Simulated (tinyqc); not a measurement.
Kinetics of strain relaxation and threading dislocations in mismatched semiconductor layers: one step, computed by the program tinyqc.

60-degree dislocations on {111} planes of a (001) layer, isotropic elasticity. The Schmid factor is 1/sqrt(6), and a misfit segment relieves strain with b/2.

Problem. Thick uniform layer and trapping in a trench. A separate case, a thick relaxed layer. Pair reactions during growth: d rho/dh = -K rho^2 with K = 2 r_A tan(psi) and threads inclined by psi = 45 degrees (the <110> lines of {111} planes), so rho = 1/(K H) for a layer that starts with far more threads than that, as highly mismatched layers do. In a trench along [110] a thread on {111} rises at 54.74 degrees across the width, and leaves through the wall below the height w tan(54.74 degrees) = sqrt(2) w; the share of threads, evenly spread over the floor, that reach the top is max(0, 1 - a/sqrt 2) for the aspect ratio a.

Inputs (values chosen for the exercise, modelled on Si(0.7)Ge(0.3) on Si):

| quantity | value | unit |
|---|---|---|
| misfit f | 0.0122 | - |
| reaction radius r_A | 14 | nm |
| final thickness of a thick uniform layer H | 3.1 | micrometre |
| aspect ratio of a trench | 2.4 | - |

Give: thread density at H; share that reaches the top.

Solution.

thread density at H = 1.152e+09 1/cm^2

share that reaches the top = 0

The trench traps all threads that cross it; those that run along it are not trapped. Thickness alone needs 3600 micrometre for 1e6 /cm^2. Caution: at this small misfit a layer may start with fewer threads than 1/(K H), which is then only an upper bound.
